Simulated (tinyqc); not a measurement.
What moves the results: round or elliptic silicon nanowire with anisotropic valleys (Ritz method). A value that a table varies takes the place of the one given here.

Wire along x = [110] on a (001) wafer, y = [-110], z = [001]. Valley groups (w = inverse masses): A, two valleys along z: w_y = 1/mt, w_z = 1/ml, m_x = mt; B, four valleys in the wafer plane: w_y = (1/ml + 1/mt)/2, w_z = 1/mt, m_x = (ml + mt)/2.

Hard wall on the ellipse (y/a)^2 + (z/b)^2 = 1, c = hbar^2/2m0. With u = y/a, v = z/b the operator is -c [(w_y/a^2) d2/du2 + (w_z/b^2) d2/dv2] on the unit disc. Basis (1 - u^2 - v^2) u^i v^j; S, X and Y are the disc integrals of f f', (df/du)(df'/du) and (df/dv)(df'/dv), from the integral of u^p v^q = 2 Gamma((p+1)/2) Gamma((q+1)/2)/((p + q + 2) Gamma((p+q+2)/2)) for even p, q; H = c (w_y X/a^2 + w_z Y/b^2).

Converged values use 21 functions of each parity class (e or o in u, then in v).

Constants: hbar^2/2m0 = 3.80998211 eV angstrom^2.

Inputs chosen for the exercise (near those of a Si nanowire; shifted at random, so the results belong to these values and not to a real crystal): ml = 0.906 m0 (longitudinal mass); mt = 0.187 m0 (transverse mass); a = 37 angstrom (semi-axis along y); b = 37 angstrom (semi-axis along z); asp = (0.4, 0.6, 0.8, 1, 1.3, 1.8, 2.5) (ratios a/b); area = 43 nm^2 (cross-section, kept fixed); hw = 1.5 (height over mean width).

## Size of the basis

Lowest level of each group with 1, 3, 6 and 21 even functions.

Levels (meV):

| functions | A | B |
|---|---|---|
| 1 | 53.86 | 71.58 |
| 3 | 51.08 | 68.89 |
| 6 | 51.03 | 68.87 |
| 21 | 51.03 | 68.87 |

One function errs by 5.6 % for A and 3.9 % for B, six by 0.0003 and 2e-05 meV. The error grows with the axis ratio of the stretched ellipse (2.20, 1.29); for a circle it is 6/5.783 - 1 = 3.7 %.

## Flattening the wire at fixed area

a = sqrt(area x ratio/pi), b = a/ratio, 1 nm^2 = 100 angstrom^2; lowest level of each group.

Levels (eV):

| a/b | a (angstrom) | b (angstrom) | A | B |
|---|---|---|---|---|
| 0.4 | 23.4 | 58.5 | 0.1035 | 0.0811 |
| 0.6 | 28.7 | 47.8 | 0.0737 | 0.0690 |
| 0.8 | 33.1 | 41.4 | 0.0592 | 0.0669 |
| 1.0 | 37.0 | 37.0 | 0.0510 | 0.0689 |
| 1.3 | 42.2 | 32.4 | 0.0443 | 0.0754 |
| 1.8 | 49.6 | 27.6 | 0.0399 | 0.0901 |
| 2.5 | 58.5 | 23.4 | 0.0394 | 0.1137 |

Each group is lowest where its stretched ellipse is a circle, at a/b = sqrt(w_y/w_z): 2.20 for A and 0.78 for B. The lowest group is B in the first row and A in the last, crossing between a/b = 0.6 and 0.8; B - A is -22 meV in the first row and +74 meV in the last.

## Shape of the cross-section

Equal area, hard walls, lowest level of -c (w_y d2/dy2 + w_z d2/dz2), c = hbar^2/2m0. Rectangle W x H with H/W = hw; ellipse with b/a = hw; trapezoid of height H, base W/0.8 and top 0.6 of the base; isosceles triangle of height H and base 2W. Ellipse, trapezoid and triangle by converged Ritz bases; 1 nm^2 = 100 angstrom^2.

Levels:

| shape | A (eV) | B (eV) | B - A (meV) |
|---|---|---|---|
| rectangle | 0.0766 | 0.0735 | -3.1 |
| ellipse | 0.0678 | 0.0676 | -0.2 |
| trapezoid | 0.0719 | 0.0746 | 2.7 |
| triangle | 0.0543 | 0.0874 | 33.1 |

W = 53.5 angstrom
H = 80.3 angstrom

For group A the order is triangle, ellipse, trapezoid, rectangle, spanning 41 %. For group B the order is ellipse, rectangle, trapezoid, triangle, spanning 29 %. The ellipse lies below the rectangle for both groups, since corners hold little of the wave function. The triangle is lowest for A, whose light mass lies across the width and gains from the wide base. The spacing B - A of the valley groups runs from -3 to 33 meV.

## What each parameter does

Lowest level of groups A and B. Each row changes one parameter from the base and keeps the others.

Results:

| case | A (eV) | B (eV) | B - A (meV) |
|---|---|---|---|
| base | 0.0510 | 0.0689 | 17.8 |
| a = 40 angstrom | 0.0451 | 0.0651 | 20.0 |
| b = 35 angstrom | 0.0522 | 0.0739 | 21.7 |
| ml = 1.015 m0 | 0.0500 | 0.0684 | 18.4 |
| mt = 0.168 m0 | 0.0557 | 0.0762 | 20.5 |

The largest shifts from the base row, up to three for each result and ties (the steps differ in size, so this ranks the rows, not the parameters). A (eV): a -0.0060, mt +0.0046, b +0.0011, ml -0.0011. B (eV): mt +0.0073, b +0.0050, a -0.0038. B - A (meV): b +3.8, mt +2.6, a +2.1.

Program tinyqc; command `OMP_NUM_THREADS=1 python tinyqc.py 1282755 1282756 out.jsonl`; about 0.05 s on one thread of a shared Intel(R) Xeon(R) Processor @ 2.30GHz.
